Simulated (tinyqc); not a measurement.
All estimates against temperature: estimate of lattice thermal conductivity from elastic moduli (Slack, Klemens and Cahill formulas). Computed by tinyqc, a small Python program. Command: `OMP_NUM_THREADS=1 python tinyqc.py 3006106 3006107 out.jsonl slack walk`. One thread of a shared host (Intel(R) Xeon(R) Processor @ 2.30GHz), about 0.01 s of CPU time with the checks.

An isotropic solid.

Inputs (values chosen for the exercise, for a model crystal):

| quantity | value | unit |
|---|---|---|
| bulk modulus B | 23.9 | GPa |
| shear modulus G | 9 | GPa |
| volume per atom V | 16.4 | angstrom^3 |
| mean atomic mass M | 62.2 | u |
| atoms per primitive cell n | 1 | - |
| volume expansion coefficient alpha_V | 184 | ppm/K |
| temperature T | 900 | K |
| disorder parameter Gamma | 0.0017 | - |
| grain size d | 330 | nm |

Grueneisen parameter: from thermal expansion.

Constants: u = 1.6605390666e-27 kg; hbar = 1.054571817e-34 J s; k_B = 1.380649e-23 J/K; h = 6.62607015e-34 J s.

Method:
- rho = M/V; vL = sqrt((B + 4G/3)/rho), vT = sqrt(G/rho); v_m = [(vL^-3 + 2 vT^-3)/3]^(-1/3); Poisson ratio sigma = (3B - 2G)/(6B + 2G); Theta = hbar v_m (6 pi^2/V)^(1/3)/k_B.
- gamma = alpha_V B V/(3 k_B), with the classical heat capacity 3 k_B per atom.
- Slack, an estimate for T near or above Theta_a: kappa = A M Theta_a^3 delta n^(1/3)/(gamma^2 T) in W/(m K), with M in u, delta = V^(1/3) in angstrom, Theta_a = Theta n^(-1/3) and A = 2.43e-6/(1 - 0.514/gamma + 0.228/gamma^2).
- High-temperature forms with the classical heat capacity. Klemens: kappa/kappa_0 = arctan(u)/u, u^2 = pi^2 Theta V Gamma kappa_0/(h v_m^2). Grains: 1/kappa_poly = 1/kappa + 1/(C v_m d/3), C = 3 k_B/(n V), the acoustic branches alone.
- Cahill minimum: kappa_min = (pi/6)^(1/3) k_B V^(-2/3) sum over L, T, T of v (T/Theta_i)^2 int_0^(Theta_i/T) x^3 e^x/(e^x - 1)^2 dx, Theta_i = Theta v_i/v_m (64 Gauss-Legendre points).

Grueneisen parameter gamma = 1.74123

Debye temperature Theta = 157.134 K

v_m = 1340.94 m/s

vL = 2387.53 m/s

vT = 1195.43 m/s

acoustic Debye temperature Theta_a = 157.134 K

Kappa (W/(m K)):

| T (K) | perfect crystal | with point defects | polycrystal | minimum |
|---|---|---|---|---|
| 200 | 3.1501 | 3.0376 | 3.0131 | 0.39199 |
| 300 | 2.1000 | 2.0490 | 2.0378 | 0.40278 |
| 400 | 1.5750 | 1.5460 | 1.5396 | 0.40670 |
| 550 | 1.1455 | 1.1300 | 1.1266 | 0.40913 |
| 750 | 0.8400 | 0.8316 | 0.8298 | 0.41039 |
| 1000 | 0.6300 | 0.6253 | 0.6242 | 0.41104 |
| 1300 | 0.4846 | 0.4818 | 0.4812 | 0.41138 |
| 1700 | 0.3706 | 0.3689 | 0.3686 | 0.41159 |

The perfect crystal follows 1/T. With point defects the exponent runs from -0.97 to -0.99 (the strong-disorder limit is -1/2), and with grains from -0.96 to -0.99. The polycrystal estimate falls below the minimum from 1700 K on, where it loses its meaning.

Extremes, crossings and ranges named in words are read from the listed rows.
